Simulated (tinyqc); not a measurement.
A chain with two barriers and dephasing by Buettiker voltage probes: two steps of the calculation.

Sites 1 to 6 form a chain with hopping -t. Lead L joins site 1 and lead R site 6, both semi-infinite chains with hopping -t and site energy 0. Every site carries a probe with self-energy -i Gamma_p/2 that draws no net current. Linear response at zero temperature: mu_L = 1, mu_R = 0 in units of the bias.

Parameters, values chosen for the exercise:

| symbol | value | unit | meaning |
|---|---|---|---|
| gp | 0.55 | eV | probe broadening Gamma_p |

Question 1. Transmissions between terminals. With Gamma the broadening by one lead, T_RL = Gamma^2 |G_(6,1)|^2, T_pL = Gamma Gamma_p |G_(p,1)|^2, T_pR = Gamma Gamma_p |G_(p,6)|^2, T_pq = Gamma_p^2 |G_(p,q)|^2 for p != q.

G (1/eV):
```
,1,2,3,4,5,6
1,-0.25110527-0.12293090i,0.17464993-0.05950936i,0.04087877+0.14095755i,-0.18126204-0.10819519i,0.13056841+0.02898617i,0.04430230+0.04011423i
2,0.17464993-0.05950936i,0.41354610-0.35666453i,0.26823115+0.34168180i,-0.61732018-0.09636584i,0.39049365-0.06495267i,0.16601025+0.06107755i
3,0.04087877+0.14095755i,0.26823115+0.34168180i,-0.24465285-0.59398792i,0.83998684+0.38492433i,-0.58187835-0.06427446i,-0.21177735-0.15356313i
4,-0.18126204-0.10819519i,-0.61732018-0.09636584i,0.83998684+0.38492433i,-0.20921102-0.56189654i,0.23771584+0.29631386i,0.02683274+0.16761630i
5,0.13056841+0.02898617i,0.39049365-0.06495267i,-0.58187835-0.06427446i,0.23771584+0.29631386i,0.39950008-0.33000579i,0.22808748-0.03986996i
6,0.04430230+0.04011423i,0.16601025+0.06107755i,-0.21177735-0.15356313i,0.02683274+0.16761630i,0.22808748-0.03986996i,-0.29097409-0.18608470i
```

Gamma = 1.6637007 eV

Wanted: T_RL; T_pL; T_pR; T_pq.

Answer 1.

T_RL = 0.0098865

```
probe,T_pL,T_pR
1,0.071525,0.00327
2,0.031151,0.02863
3,0.019710,0.06262
4,0.040776,0.02637
5,0.016368,0.04906
6,0.003268,0.10916
```

T_pq:
```
,1,2,3,4,5,6
1,0.00000,0.01030,0.00652,0.01348,0.00541,0.00108
2,0.01030,0.00000,0.05708,0.11809,0.04740,0.00947
3,0.00652,0.05708,0.00000,0.25826,0.10367,0.02070
4,0.01348,0.11809,0.25826,0.00000,0.04365,0.00872
5,0.00541,0.04740,0.10367,0.04365,0.00000,0.01622
6,0.00108,0.00947,0.02070,0.00872,0.01622,0.00000
```

Question 2. Current at both leads. In units of (2 q^2/h) times the bias, T_RL + sum_p T_pL (1 - mu_p) leaves L and T_RL + sum_p T_pR mu_p enters R.

T_RL = 0.0098865095

```
probe,T_pL,T_pR,mu_p
1,0.071524529,0.00326836,0.77213376
2,0.031151430,0.02863134,0.42631689
3,0.019709959,0.06261704,0.37533291
4,0.040775922,0.02636694,0.42280566
5,0.016368436,0.04905826,0.35688669
6,0.003268364,0.10915771,0.15053254
```

Wanted: current leaving L; current entering R.

Answer 2.

current leaving L = 0.09321
current entering R = 0.09321

The two are equal: the probes conserve the current.

Program tinyqc, `OMP_NUM_THREADS=1 python tinyqc.py 2700008 2700009 out.jsonl`; Intel Xeon 2.30GHz, shared host, one thread, about 0.01 s.
